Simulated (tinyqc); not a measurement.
From results back to parameters: thin (001) film in sp3s* tight binding with raised dangling bonds. Three cases, with inputs chosen for the exercise.

Problem. The gap of a passivated film (lowest level above mid-gap less highest below, mid-gap being half the lower bulk edge) belongs to a hidden number of planes between 6 and 45.

Planes alternate anion (a), cation (c) along [001], a/4 apart, starting with an anion; zero in-plane momentum; levels counted from the bulk Ev, the lower root of [[Epa, Vxx], [Vxx, Epc]]; no spin-orbit coupling. Block of s, pz, s*: from an anion to the cation above, Vss/2 (s,s), Vsapc/2 (s,z), -Vscpa/2 (z,s), Vxx/2 (z,z), Vxapc/2 (s*,z), -Vpaxc/2 (z,s*); to the cation below the same with the s-z and s*-z signs reversed. Block of u = (px + py)/sqrt2 and v = (px - py)/sqrt2: to the cation above (Vxx + Vxy)/2 for u and (Vxx - Vxy)/2 for v, to the cation below the reverse. Each surface atom has two dangling sp3 hybrids; raising both by dl adds (dl/2) [[1, t], [t, 1]] to its s, pz levels (t = -1 at the bottom face, +1 at the top) and dl to the one of u, v in whose plane the missing bonds lie (v for a bottom anion or a top cation, u for a top anion).

Case 1.

Values chosen (out of a larger set: near a published set for GaAs, fitted to gaps, whose masses and valley positions are rough; not measured data):
- p = (-8.349, 1.038, -2.648, 3.664, 8.593, 6.753, -6.444, 1.948, 5.092, 4.475, 5.762, 4.848, 4.821) eV (order Esa, Epa, Esc, Epc, Exa, Exc, Vss, Vxx, Vxy, Vsapc, Vscpa, Vxapc, Vpaxc)
- dp = 30 eV (value of dl for the passivated films)
- a = 5.653 angstrom (lattice constant)

edges (eV): Gamma 1.5460, Delta 2.0180

gap of the film = 1.7992 eV

Case 2.

Values chosen (out of a larger set: near a published set for GaP, fitted to gaps, whose masses and valley positions are rough; not measured data):
- p = (-8.134, 1.134, -2.197, 4.139, 8.509, 7.21, -7.45, 2.153, 5.109, 4.247, 6.351, 4.688, 5.127) eV (order Esa, Epa, Esc, Epc, Exa, Exc, Vss, Vxx, Vxy, Vsapc, Vscpa, Vxapc, Vpaxc)
- dp = 30 eV (value of dl for the passivated films)
- a = 5.446 angstrom (lattice constant)

edges (eV): Gamma 2.8431, Delta 2.3051

gap of the film = 2.4329 eV

Case 3.

Values chosen (out of a larger set: near a published set for InAs, fitted to gaps, whose masses and valley positions are rough; not measured data):
- p = (-9.565, 0.904, -2.706, 3.747, 7.373, 6.729, -5.581, 1.833, 4.468, 3.046, 5.468, 3.373, 3.881) eV (order Esa, Epa, Esc, Epc, Exa, Exc, Vss, Vxx, Vxy, Vsapc, Vscpa, Vxapc, Vpaxc)
- dp = 30 eV (value of dl for the passivated films)
- a = 6.057 angstrom (lattice constant)

edges (eV): Gamma 0.4091, Delta 2.2850

gap of the film = 0.7163 eV

Find: N; thickness N a/4.

Solution.

Case 1.

N = 17
thickness N a/4 = 24.03 angstrom

Computing the films in turn gives 1.8233, 1.7992 and 1.7818 eV for N = 16, 17 and 18; no other N in the range comes within 1 meV.

Case 2.

N = 18
thickness N a/4 = 24.51 angstrom

Computing the films in turn gives 2.4549, 2.4329 and 2.4271 eV for N = 17, 18 and 19; no other N in the range comes within 1 meV.

Case 3.

N = 15
thickness N a/4 = 22.71 angstrom

Computing the films in turn gives 0.7736, 0.7163 and 0.7184 eV for N = 14, 15 and 16; no other N in the range comes within 1 meV.

Computed by tinyqc, one run a case: `OMP_NUM_THREADS=1 python tinyqc.py N N+1 out.jsonl` with N = 1451516, 1451587, 1451593; one thread of a shared Intel(R) Xeon(R) Processor @ 2.30GHz, about 0.4 s a run at most.
